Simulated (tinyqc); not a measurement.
Splitting against the electric field: valley splitting in a one-orbital chain of atomic planes (second-neighbour model).

Each (001) plane carries one orbital with energy e0, hopping v to the next plane and u to the second: E(phi) = e0 + 2 v cos(phi) + 2 u cos(2 phi), where phi = pi - k a/4 (the sign of every second orbital is chosen so that v > 0, which shifts the phase by pi). The minimum lies at cos(phi0) = -v/(4u), phi0 = pi - (pi/2) k0 for a valley at k0 (2 pi/a), and e0 puts it at zero. A slab of N planes has hard walls: the matrix simply ends.

Values chosen for the exercise (out of a larger set: near those of the Delta valleys of silicon; abrupt walls in this chain split the valleys several times more than measured wells; not measured data): a = 5.425 angstrom (lattice constant; planes lie a/4 apart); Nf = 120 (planes in the thick slab).

u = 0.639417 eV
v = 0.717423 eV
e0 = 1.480070 eV

A thick slab in a field F: plane j = 0, 1, ... gains the energy F j a/4 (1 MV/m = 1e-4 V/angstrom), which presses the electron against the first wall. The exponent is the slope of ln(splitting) against ln F between 20 and 50 MV/m.

Doublet:

| F (MV/m) | mean level (meV) | splitting (meV) | splitting/F (meV per MV/m) |
|---|---|---|---|
| 1 | 8.02 | 0.1414 | 0.1414 |
| 2 | 12.62 | 0.2827 | 0.1413 |
| 10 | 36.04 | 1.4143 | 0.1414 |
| 20 | 56.32 | 2.8302 | 0.1415 |
| 30 | 72.97 | 4.2474 | 0.1416 |
| 50 | 100.85 | 7.0851 | 0.1417 |

Give the missing row, F (MV/m) = 5.

Computed row:
```
F (MV/m)  mean level (meV)  splitting (meV)  splitting/F (meV per MV/m)
5                    22.98           0.7069                      0.1414
```

exponent = 1.00

The splitting goes from 0.1414 to 7.0851 meV. At high field it grows as F^1.00: at a single hard wall it follows the squared slope of the envelope, which is proportional to F, while the level itself grows about as F^(2/3) (here F^0.64). A hard wall is the sharpest interface possible; real Si interfaces split several times less.

(tinyqc, `OMP_NUM_THREADS=1 python tinyqc.py 1450677 1450678 out.jsonl`, Intel(R) Xeon(R) Processor @ 2.30GHz, 1 thread, shared host, about 0.01 s.)
